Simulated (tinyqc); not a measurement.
What each parameter does: shallow donor in an anisotropic valley (effective-mass theory).

One valley: H = -c [(d2/dx2 + d2/dy2)/mt + (d2/dz2)/ml] - q/(eps r), c = hbar^2/2m0, q = e^2/(4 pi eps0). Trial function exp(-sqrt((x^2 + y^2)/a^2 + z^2/b^2)) with a > b: T = (c/3)(2/(mt a^2) + 1/(ml b^2)), V = -(q/eps) atan(u/b)/u, u = sqrt(a^2 - b^2). The central cell of the impurity is left out.

Constants: hbar^2/2m0 = 3.80998211 eV angstrom^2; e^2/(4 pi eps0) = 14.39964547 eV angstrom.

Values chosen for the exercise (out of a larger set: near those of AlAs; not measured data): ml = 1.108 m0 (longitudinal mass); mt = 0.183 m0 (transverse mass); eps = 9.7 (dielectric constant).

The minimum of the trial energy.

One parameter was then changed.

Results before and after:
```
case     E (meV)  a (angstrom)  b (angstrom)    b/a
base      -43.70         20.27         10.75  0.530
changed   -40.33         22.14         11.33  0.512
```

Which of these changes was made? (a) eps = 10.7; (b) ml = 0.886 m0; (c) mt = 0.165 m0.
Answer: (c) mt = 0.165 m0. Of the candidates, run in turn, only this one gives the changed row.

All candidates:
```
case           E (meV)  a (angstrom)  b (angstrom)    b/a
base            -43.70         20.27         10.75  0.530
ml = 0.886 m0   -41.49         20.97         12.02  0.573
mt = 0.165 m0   -40.33         22.14         11.33  0.512
eps = 10.7      -35.92         22.36         11.86  0.530
```

eps only rescales the solution (E as 1/eps^2, lengths as eps), so b/a depends on ml/mt alone.

(tinyqc, `OMP_NUM_THREADS=1 python tinyqc.py 1282342 1282343 out.jsonl`, Intel(R) Xeon(R) Processor @ 2.30GHz, 1 thread, shared host, about 0.01 s.)
